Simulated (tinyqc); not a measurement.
Comparisons within one model: Lorentz oscillators and the Kramers-Kronig relations. A value that a table varies takes the place of the one given here.

eps(E) = 1 + sum_j S_j/(E0_j^2 - E^2 - i G_j E).

Kramers-Kronig: eps1(E) = 1 + (2/pi) P integral_0^infinity E1 eps2(E1)/(E1^2 - E^2) dE1. Maclaurin rule on the grid E_j = j h, j = 1 .. M: eps1(E_i) = 1 + (4 h/pi) sum over j with j - i odd of E_j eps2(E_j)/(E_j^2 - E_i^2); nothing is added above E_M.

n + i k = sqrt(eps1 + i eps2) with k >= 0; R = ((n - 1)^2 + k^2)/((n + 1)^2 + k^2) at normal incidence from vacuum; alpha = 2 E k/(hbar c), times 1e8 for 1/cm; loss function Im(-1/eps) = eps2/(eps1^2 + eps2^2).

Constants: hbar c = 1973.269805 eV angstrom.

Values chosen for the exercise: E0 = (6.73, 9.33) eV (resonances); G = (0.95, 1.86) eV (widths); S = (81.9, 72.8) eV^2 (strengths); h = 0.5 eV (grid step); M = 30 (grid points E_j = j h); E_t = 3.4 eV (energy below the first line); E = 8.62 eV (photon energy).

## Numerical transform against the formula

Every third grid point is listed; the error is the transform minus the formula.

Dielectric function:

| E (eV) | eps2 | eps1 formula | eps1 transform | error |
|---|---|---|---|---|
| 1.00 | 0.058 | 3.694 | 3.721 | 0.027 |
| 2.50 | 0.179 | 3.988 | 3.892 | -0.096 |
| 4.00 | 0.463 | 4.763 | 4.833 | 0.070 |
| 5.50 | 1.911 | 7.100 | 6.780 | -0.320 |
| 7.00 | 9.982 | -2.525 | -1.700 | 0.825 |
| 8.50 | 3.289 | 0.509 | 0.492 | -0.018 |
| 10.00 | 2.888 | -2.289 | -2.336 | -0.047 |
| 11.50 | 0.739 | -1.243 | -1.255 | -0.012 |
| 13.00 | 0.307 | -0.473 | -0.526 | -0.053 |
| 14.50 | 0.165 | -0.057 | -0.103 | -0.046 |

How do the results move?

The largest error listed is +0.825 at 7.00 eV. The rule samples every 2h = 1 eV and the narrowest line is 0.95 eV wide, so it is not resolved. The grid ends at 15 eV, where eps2 is still 0.138; the error at the last point listed, nearest the missing tail, is -0.046.

## How far the spectrum must be known

The integrals are done by adaptive quadrature and cut at E_cut. f-sum share: (2/pi) integral of E eps2 over sum S. Static share: (2/pi) integral of eps2/E over eps(0) - 1.

Cut integrals:

| E_cut (eV) | eps1(E_t) | f-sum share | static share |
|---|---|---|---|
| 7.5 | 3.332 | 0.431 | 0.665 |
| 10.3 | 4.180 | 0.797 | 0.937 |
| 14.0 | 4.334 | 0.914 | 0.989 |
| 18.7 | 4.354 | 0.945 | 0.997 |
| 28.0 | 4.361 | 0.967 | 0.999 |
| 46.6 | 4.363 | 0.981 | 1.000 |

eps1(E_t) from the formula = 4.363

What can be read from the table?

Cut at 10.3 eV, just above the last line, eps1(E_t) lacks 0.183; cut at 46.6 eV it lacks 0.000. At 14 eV the static sum has reached 0.989 and the f-sum only 0.914: the f-sum weights eps2 by E and the static sum by 1/E, so the f-sum needs the far tail.

## Optical constants across the spectrum

Spectrum:

| E (eV) | eps1 | eps2 | n | k | R | loss |
|---|---|---|---|---|---|---|
| 1.40 | 3.743 | 0.084 | 1.935 | 0.022 | 0.102 | 0.006 |
| 3.31 | 4.316 | 0.294 | 2.079 | 0.071 | 0.123 | 0.016 |
| 5.22 | 6.406 | 1.352 | 2.545 | 0.266 | 0.194 | 0.032 |
| 7.12 | -3.136 | 8.037 | 1.657 | 2.425 | 0.488 | 0.108 |
| 9.03 | 0.144 | 4.420 | 1.511 | 1.463 | 0.284 | 0.226 |
| 10.94 | -1.686 | 1.152 | 0.422 | 1.365 | 0.566 | 0.276 |
| 12.85 | -0.529 | 0.330 | 0.217 | 0.759 | 0.578 | 0.849 |
| 14.76 | -0.005 | 0.150 | 0.270 | 0.278 | 0.361 | 6.652 |
| 16.67 | 0.278 | 0.084 | 0.533 | 0.079 | 0.095 | 0.999 |
| 18.58 | 0.451 | 0.053 | 0.673 | 0.039 | 0.039 | 0.258 |
| 20.48 | 0.566 | 0.036 | 0.752 | 0.024 | 0.020 | 0.113 |
| 22.39 | 0.647 | 0.026 | 0.804 | 0.016 | 0.012 | 0.062 |

What does this show?

Among the energies listed the largest values are at (eV): eps2 7.12; n 5.22; k 7.12; R 12.85; loss 14.76. eps1 crosses zero at 6.84, 8.20, 9.08 and 14.78 eV; the last crossing is upward and marks the plasmon, against sqrt(sum S) = 12.44 eV for free electrons.

## What each oscillator parameter does

At the energy E. Each row changes one parameter from the base and keeps the others.

Results:

| case | eps1 | eps2 | n | k | R |
|---|---|---|---|---|---|
| base | 0.597 | 3.521 | 1.444 | 1.219 | 0.226 |
| E0 = (7.067, 9.33) eV | 0.191 | 3.798 | 1.413 | 1.344 | 0.259 |
| G = (1.425, 1.86) eV | 0.818 | 3.796 | 1.533 | 1.238 | 0.229 |
| S = (98.28, 72.8) eV^2 | 0.074 | 3.668 | 1.368 | 1.341 | 0.261 |
| E = 9.051 eV | 0.086 | 4.455 | 1.507 | 1.478 | 0.288 |

What does this show?

The largest shifts from the base row, up to three for each result and ties (the steps differ in size, so this ranks the rows, not the parameters). eps1: S -0.523, E -0.511, E0 -0.406. eps2: E +0.934, E0 +0.277, G +0.276. n: G +0.090, S -0.076, E +0.063. k: E +0.259, E0 +0.124, S +0.121. R: E +0.063, S +0.035, E0 +0.033.

(tinyqc, `OMP_NUM_THREADS=1 python tinyqc.py 1681172 1681173 out.jsonl`, Intel(R) Xeon(R) Processor @ 2.30GHz, 1 thread, shared host, about 0.2 s.)
